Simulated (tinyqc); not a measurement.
# Double-gate transistor below threshold, two-dimensional Poisson equation on a small mesh: effects of single changes

Half of a symmetric double-gate structure: row 0 is the mid-plane of the body, where the normal field vanishes. Mobile charge is neglected (subthreshold), the body is fully depleted, and potentials are counted from the intrinsic level; rows run upward to the gate, columns from source to drain.

Values chosen for this exercise; semiconductor permittivity close to that of silicon: temperature T = 250 K; relative permittivity of the semiconductor eps_r = 11.9; relative permittivity of the insulator eox = 7.5; half the body thickness tb = 6 nm; insulator thickness tox = 3.6 nm; channel length L = 34 nm; acceptor density of the depleted body Na = 0 cm^-3; potential of the source Vbi = 0.52 V; gate offset Vfb = -0.06 V; gate voltage Vg = 0.05 V; drain voltage Vd = 0.3 V.

Constants: q = 1.602176634e-19 C, kB = 1.380649e-23 J/K, Vt = kB T/q, eps0 = 8.8541878128e-14 F/cm where lengths are in cm. Results are converted to the units shown.

Each table varies one quantity; the others keep the values above.

## Choice of the relaxation factor

Mesh: rows i = 0..2 in the semiconductor (step hs = tb/2, row 2 on the interface), then 1 step(s) ho = tox/1 up to the gate row 3; columns j = 0..5 (step hy = L/5). Box integration, divided by eps0: up_i = eps hy/h of the interval above row i, dn_i = that of the interval below (0 for row 0), lat_i = (sum of eps h/2 over the intervals above and below)/hy, s_i = -q Na w_i hy/eps0 with w_i the semiconductor height of the box (hs/2 for row 0 and the interface row, hs between, 0 in the insulator). Each free node obeys (up + dn + 2 lat) psi = up psi(above) + dn psi(below) + lat [psi(left) + psi(right)] + s. Fixed values: gate row Vg - Vfb; column 0 at Vbi and the last column at Vbi + Vd in the semiconductor, each running linearly to Vg - Vfb across the insulator. Sweeps go row by row from row 0, left to right, psi(new) = psi + omega (t - psi) with t the value that solves the node equation for the newest neighbours; free nodes start at zero; stop when the largest change is below 1e-7 V.

Choice of the relaxation factor:

| omega | sweeps |
|---|---|
| 1 | 63 |
| 1.1 | 51 |
| 1.2 | 41 |
| 1.3 | 31 |
| 1.4 | 20 |
| 1.5 | 25 |
| 1.6 | 33 |
| 1.7 | 44 |
| 1.8 | 71 |
| 1.9 | 143 |

Gauss-Seidel (omega = 1) takes 63 sweeps; the fewest, 20, are at omega = 1.4, and omega = 1.9 takes 143. The Jacobi matrix of this mesh has spectral radius rho = 0.8930, so theory puts the best factor at 2/(1 + sqrt(1 - rho^2)) = 1.38.

## Effect of half the body thickness

Mesh: rows i = 0..12 in the semiconductor (step hs = tb/12, row 12 on the interface), then 8 step(s) ho = tox/8 up to the gate row 20; columns j = 0..80 (step hy = L/80). The system is solved directly. On row 0 the minimum of psi and its place come from a parabola through the three lowest nodes; barrier = Vbi - minimum, swing = Vt ln 10/(d psi/dVg), DIBL = (d psi/dVd)/(d psi/dVg) there. Lambda = pi/k with k the smallest positive root of tan(k tox) tan(k tb) = eox/eps_r.

Effect of half the body thickness:

| tb (nm) | L/Lambda | barrier (V) | place y/L | swing (mV/decade) | DIBL (mV/V) |
|---|---|---|---|---|---|
| 2.4 | 2.436 | 0.3849 | 0.4640 | 52.12 | 18.54 |
| 3.2 | 2.137 | 0.3691 | 0.4590 | 53.84 | 31.22 |
| 4.2 | 1.864 | 0.3460 | 0.4528 | 56.58 | 51.22 |
| 5.5 | 1.607 | 0.3127 | 0.4447 | 61.06 | 83.69 |
| 7.3 | 1.357 | 0.2642 | 0.4330 | 69.08 | 140.3 |
| 9.6 | 1.137 | 0.2039 | 0.4160 | 82.79 | 232.2 |

Read the table: what changes, and by how much?

As tb goes from 2.4 to 9.6 nm, the barrier falls from 0.385 to 0.204 V, the swing rises from 52.1 to 82.8 mV a decade and DIBL rises from 18.5 to 232 mV/V; the ideal swing is 49.6. L/Lambda goes from 2.4 to 1.1. At tb = 2.4 nm the body is under 5 nm thick, where quantum confinement matters.

## Effect of the drain voltage

Same model as above.

Results:

| Vd (V) | L/Lambda | barrier (V) | place y/L | swing (mV/decade) | DIBL (mV/V) |
|---|---|---|---|---|---|
| 0.05 | 1.528 | 0.3208 | 0.4878 | 62.46 | 121.8 |
| 0.45 | 1.528 | 0.2883 | 0.4211 | 63.62 | 89.38 |
| 0.65 | 1.528 | 0.2752 | 0.3987 | 64.43 | 80.94 |
| 0.85 | 1.528 | 0.2633 | 0.3801 | 65.28 | 74.69 |
| 1.05 | 1.528 | 0.2524 | 0.3641 | 66.17 | 69.82 |

Estimate the missing row, Vd = 0.25 V.

Computed row:

| Vd (V) | L/Lambda | barrier (V) | place y/L | swing (mV/decade) | DIBL (mV/V) |
|---|---|---|---|---|---|
| 0.25 | 1.528 | 0.3033 | 0.4494 | 62.91 | 101.6 |

With this row back in the table: As Vd goes from 0.05 to 1.05 V, the barrier falls from 0.321 to 0.252 V, the swing rises from 62.5 to 66.2 mV a decade and DIBL falls from 122 to 69.8 mV/V; the ideal swing is 49.6. The barrier top moves from y/L = 0.488 to 0.364, towards the source.

Computed by the program tinyqc: `OMP_NUM_THREADS=1 python tinyqc.py 2480097 2480098 out.jsonl`, one thread of a shared Intel Xeon 2.30GHz, about 0.1 s for the whole run.
